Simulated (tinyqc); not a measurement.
# Strained L valleys, repopulation and conductivity mass, step by step

Program tinyqc, `OMP_NUM_THREADS=1 python tinyqc.py 2530139 2530140 out.jsonl`; Intel Xeon 2.30GHz, shared host, one thread, about 0.01 s. Printed values are rounded.

A cubic crystal with four conduction valleys along the <111> axes under uniaxial stress X along [110] (X > 0 is tension); current along [110]. Non-degenerate electrons, fixed total density, one relaxation time for all valleys and stresses, masses unchanged by strain, so the mobility goes as the mean inverse mass.

Values chosen for this exercise; values close to those of germanium:

| symbol | value | unit | meaning |
|---|---|---|---|
| T | 293 | K | temperature |
| s11 | 9.82 | 1/TPa | compliance |
| s12 | -2.69 | 1/TPa | compliance |
| s44 | 15.4 | 1/TPa | compliance |
| Xu | 16.6 | eV | shear deformation potential |
| ml | 1.54 | m0 | longitudinal mass |
| mt | 0.0829 | m0 | transverse mass |
| X | 250 | MPa | uniaxial stress (tension positive) |

Constants: q = 1.602176634e-19 C, kB = 1.380649e-23 J/K, Vt = kB T/q. Results are converted to the units shown.

## Strain tensor

Stress s_ij = X a_i a_j with a the unit vector along [110]; strain e_ii = s11 s_ii + s12 (s_jj + s_kk), e_ij = s44 s_ij/2.

strain (%):

|  | x | y | z |
|---|---|---|---|
| x | 0.0891250 | 0.0962500 | 0.0000000 |
| y | 0.0962500 | 0.0891250 | 0.0000000 |
| z | 0.0000000 | 0.0000000 | -0.0672500 |

## Valley shifts and shares

Valley shift dE = Xu (n.e.n - trace(e)/3) with n the valley axis; share f proportional to exp(-dE/Vt).

| valley | dE (meV) | share f |
|---|---|---|
| [111] | 10.6517 | 0.150374 |
| [-111] | -10.6517 | 0.349626 |
| [1-11] | -10.6517 | 0.349626 |
| [11-1] | 10.6517 | 0.150374 |

The splitting is 21.3 meV, 0.84 Vt.

## Conductivity mass and mobility

Inverse mass along the current d = [110]: (n.d)^2/ml + (1 - (n.d)^2)/mt; mu/mu0 = sum f (1/m) over the plain mean of 1/m.

1/m along d, valley [111] to [11-1] (1/m0): [4.45381, 12.0627, 12.0627, 4.45381]
conductivity mass = 0.102309 m0
unstrained value = 0.121091 m0
mu/mu0 = 1.18358

The possible range, all electrons in one kind of valley, is 0.539 to 1.46.
